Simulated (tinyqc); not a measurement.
Inside a calculation. Model: effective-mass impurity with a central-cell term, in a basis of Slater functions. Computed by tinyqc, a small Python program that keeps every step. Command: `OMP_NUM_THREADS=1 python tinyqc.py 3030469 3030470 out.jsonl centralcell walk`. One thread of a shared host (Intel(R) Xeon(R) Processor @ 2.30GHz), about 0.01 s of CPU time with the checks. Intermediate numbers are printed to about 7 digits and carried at full precision; extremes and crossings named in words are read from the listed rows.

The envelope obeys H = -nabla^2 - (2/r) [Z + A exp(-kappa r)] in effective units, with kappa = a*/lambda; positive A deepens the well near the core.

Inputs (values chosen for the exercise, with mass and screening modelled on beta-Ga2O3): effective mass m = 0.286 m_0; dielectric constant eps = 9.86; charge Z of the core = 1; central-cell strength A = 3.2; central-cell range lambda = 1.8 angstrom; basis size n = 2; smallest exponent zeta_1 = 0.31 1/a*; ratio beta of exponents = 3.2.

Impurity: donor, one isotropic band.

Constants: Ry = 13.605693123 eV; a_0 = 0.529177210903 angstrom.

## Effective units

Units: Ry* = Ry m/eps^2 and a* = a_0 eps/m, with m in m_0. kappa = a*/lambda; the hydrogenic ground state is bound by Z^2 Ry*.

Ry* = 40.02514 meV

a* = 18.24366 angstrom

kappa = 10.13537 1/a*

hydrogenic binding energy = 40.02514 meV

## Matrices over the s basis

zeta_i = zeta_1 beta^(i-1), i = 1..n. For s functions exp(-zeta r), with s = zeta_i + zeta_j: S = 2/s^3, T = zeta_i zeta_j S, V = -2 Z/s^2, W = -2 A/(s + kappa)^2; each function is normalised by dividing by sqrt(S_ii S_jj).

exponents (1/a*): [0.31, 0.992]

overlap S:
```
[[1.000000, 0.618112],
 [0.618112, 1.000000]]
```

kinetic T (Ry*):
```
[[0.0961, 0.1900818],
 [0.1900818, 0.984064]]
```

Coulomb V (Ry*):
```
[[-0.62, -0.8047817],
 [-0.8047817, -1.984]]
```

central cell W (Ry*):
```
[[-0.006592870, -0.03337320],
 [-0.03337320, -0.1701434]]
```

## Generalised eigenproblem

(T + V + W) c = E S c with c^T S c = 1 and the largest component positive.

two lowest levels (Ry*): [-1.180297, -0.275204]

coefficients of the lowest state: [-0.135162, 1.077885]

<T> = 1.089690 Ry*

<W> = -0.1880748 Ry*

## Converged levels

Large basis: zeta_i = 0.06 x 1.6^(i-1), i = 1..22, same formulas; for p functions r exp(-zeta r): S = 24/s^5, T = zeta_i zeta_j S (centrifugal term included), V = -12 Z/s^4, W = -12 A/(s + kappa)^4; overlap eigenvalues below 1e-11 are dropped. Binding energies are -E Ry*; the effective quantum number is nu = Z/sqrt(-E); |psi(0)|^2 is given relative to the hydrogenic Z^3/(pi a*^3).

1s binding energy = 53.33748 meV

2s binding energy = 11.44097 meV

2p binding energy = 10.01044 meV

effective quantum number of 1s = 0.8662638

relative |psi(0)|^2 = 6.546693

The central cell moves 1s by +13.312 meV, 2s by +1.435 meV and 2p by +0.0042 meV: p states vanish at the core, so the 2p level gives the hydrogenic scale and 1s the chemical shift. The small basis lies 6.1 meV above the converged 1s level. Caution: the density at the core is many times hydrogenic, so the result hangs on the model potential inside one cell, where the envelope picture is weak.

## Chemical shift by three methods

First order: shift = 8 A Z^3/(2 Z + kappa)^2 Ry*. One exponent: minimise zeta^2 - 2 Z zeta - 8 A zeta^3/(2 zeta + kappa)^2 by golden section on 0.2 to 6 Z. All shifts are the binding beyond Z^2 Ry*.

Shift of the 1s binding energy (meV):
```
A      first order  one exponent  large basis
-3.20    -6.957720      -5.36756     -4.65804
-1.60    -3.478860      -3.02194     -2.78951
0.32      0.695772       0.71815      0.73181
0.80      1.739430       1.88778      1.98300
1.60      3.478860       4.13995      4.60303
3.20      6.957720      10.41453     13.31234
4.00      8.697150      15.12221     20.93981
```

The three columns are ordered, first order <= one exponent <= large basis, since each is a variational bound with more freedom. At the largest attractive A first order gives 42 % and one exponent 72 % of the shift; at the most repulsive A the true shift is -4.658 meV against -6.958. Attraction pulls the envelope in and feeds itself, repulsion pushes it out and saturates.

## Convergence with the basis

The error is the lowest level above the large-basis value.

Error of the 1s level:
```
n  error (meV)  largest exponent (1/a*)
1     32.10443             3.100000e-01
2      6.09593             9.920000e-01
3      0.90794             3.174400e+00
4      0.49866             1.015808e+01
5      0.48776             3.250586e+01
6      0.48567             1.040187e+02
7      0.48521             3.328600e+02
8      0.48510             1.065152e+03
```

The error falls from 32.1 to 0.485 meV. The last function changes it by less than 5 %: it has levelled off, and what remains is set by beta and zeta_1, not by the range of exponents.

Checks made by the program: the large basis at A = 0 against Z^2, Z^2/4 and Z^2/4 (relative difference 5e-06).
